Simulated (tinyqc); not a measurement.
Deep-level transient spectroscopy (DLTS) of one majority-carrier trap. A temperature scan through the peak. Computed by tinyqc, a small Python program. Command: `OMP_NUM_THREADS=1 python tinyqc.py 3000735 3000736 out.jsonl dlts sweep`. One thread of a shared host (Intel(R) Xeon(R) Processor @ 2.30GHz), about 0.03 s of CPU time with the checks.

A filling pulse loads the traps in a one-sided junction; under reverse bias they empty at the rate e, and the capacitance relaxes as C(t) = C_0 - dC exp(-e t). The signal is S = [C(t_2) - C(t_1)]/dC.

Inputs (values chosen for the exercise, with mass and screening modelled on silicon):
```
quantity                    value  unit
density-of-states mass m    0.322   m_0
valleys M                       6     -
trap depth E_t              0.252    eV
cross-section sigma_0     6.4e-16  cm^2
degeneracy ratio g            0.5     -
gate time t_1               0.005     s
ratio t_2/t_1                 2.5     -
capture barrier E_b          0.12    eV
```

Carriers: electrons. Extra term: capture barrier.

Constants: k_B = 8.617333262e-05 eV/K; k_B = 1.380649e-23 J/K; m_0 = 9.1093837015e-31 kg; h = 6.62607015e-34 J s.

Method. e = g sigma v N_b exp(-E/k_B T), v = sqrt(3 k_B T/m), N_b = 2 M (2 pi m k_B T/h^2)^(3/2), sigma = sigma_0 exp(-E_b/k_B T), E = E_t. S(e) = exp(-e t_1) - exp(-e t_2) peaks at the rate window e_0 = ln(t_2/t_1)/(t_2 - t_1).

One run for each value:
```
temperature T (K)  emission rate e (1/s)  signal at T
178                            1.871e+00    1.381e-02
184                            4.410e+00    3.182e-02
191                            1.123e+01    7.635e-02
198                            2.683e+01    1.594e-01
205                            6.054e+01    2.696e-01
211                            1.167e+02    3.254e-01
218                            2.403e+02    2.511e-01
225                            4.741e+02    9.078e-02
232                            8.992e+02    1.114e-02
239                            1.646e+03    2.669e-04
245                            2.692e+03    1.430e-06
```

Over the rows, emission rate e (1/s) rises from 1.87 to 2690 (exponent d ln y / d ln x 26 between the first rows and 20 between the last); signal at T goes from 0.0138 through a maximum among these rows, 0.325 at 211, to 1.43e-6. The signal peaks where e equals the rate window.

Extremes, crossings and ranges named in words are read from the listed rows.
